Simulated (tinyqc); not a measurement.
Admittance spectroscopy of a deep trap: admittance against frequency.

Schottky contact on an n-type layer with shallow donors Nd (all ionised) and a donor-like deep trap, neutral when filled and positive when empty; depletion approximation. Traps within lam of the depletion edge stay filled. The traps at xt = W - lam, where the level crosses the Fermi level, follow a slow signal and not a fast one. w = 2 pi f.

Emission rate en = sn vth(T) Nc(T) exp(-Et/kB T) = sn g T^2 exp(-Et/kB T), g = vth Nc/(300 K)^2, as vth goes as T^0.5 and Nc as T^1.5 (degeneracy factor 1). lam = sqrt(2 eps0 eps_r (EF - ET)/(q Nd)), EF - ET = Et - (kB T/q) ln(Nc(T)/Nd), Nc(T) = Nc (T/300 K)^1.5. In the steady state at the band bending V, 2 eps0 eps_r V/q = Nd W^2 + Nt (W - lam)^2 (the second term only if W > lam). V = Vbi + Vr. C_HF = eps0 eps_r/W, C_LF = eps0 eps_r (Nd + Nt)/(Nd W + Nt xt). Inflection frequency w0 = 2 en [1 + Nt xt/(Nd W)]; C = C_HF + (C_LF - C_HF)/(1 + (w/w0)^2), G/w = (C_LF - C_HF)(w/w0)/(1 + (w/w0)^2).

Parameters, values chosen for the exercise; material values close to those of silicon:
- eps_r = 11.7 (relative permittivity)
- Nc = 2.76e19 cm^-3 (conduction-band density of states at 300 K)
- vth = 2.4e7 cm/s (thermal velocity at 300 K)
- Nd = 9.1e16 cm^-3 (shallow donor density)
- Vbi = 0.82 V (built-in voltage)
- Et = 0.14 eV (depth of the trap below the conduction edge)
- sn = 1e-16 cm^2 (capture cross-section)
- Nt = 5.5e15 cm^-3 (trap density)
- Vr = 0 V (reverse bias)
- T = 102 K (temperature)

Constants: q = 1.602176634e-19 C, kB = 1.380649e-23 J/K, eps0 = 8.8541878128e-14 F/cm where lengths are in cm. Results are converted to the units shown.

Admittance against frequency:
```
f (Hz)	C (nF/cm^2)	G/w (nF/cm^2)
13	99.18	0.08635
27	99.17	0.1783
55	99.12	0.3546
110	98.95	0.6483
240	98.41	0.9894
490	97.72	0.9159
1000	97.32	0.5706
2100	97.19	0.2910
4400	97.16	0.1411
9100	97.15	0.06850
```

C falls from 99.2 to 97.1 nF/cm^2, between C_LF = 99.2 and C_HF = 97.1, and G/w goes from 0.0864 through a maximum of 0.989 (at f = 240 Hz among the rows listed) to 0.0685 nF/cm^2. The exact peak is half of the step, 1.02 nF/cm^2, at 306 Hz. In every row T is below 110 K, where shallow donors begin to freeze out; the model keeps them ionised.

Program tinyqc, `OMP_NUM_THREADS=1 python tinyqc.py 2050111 2050112 out.jsonl`; Intel Xeon 2.30GHz, shared host, one thread, about 0.01 s.
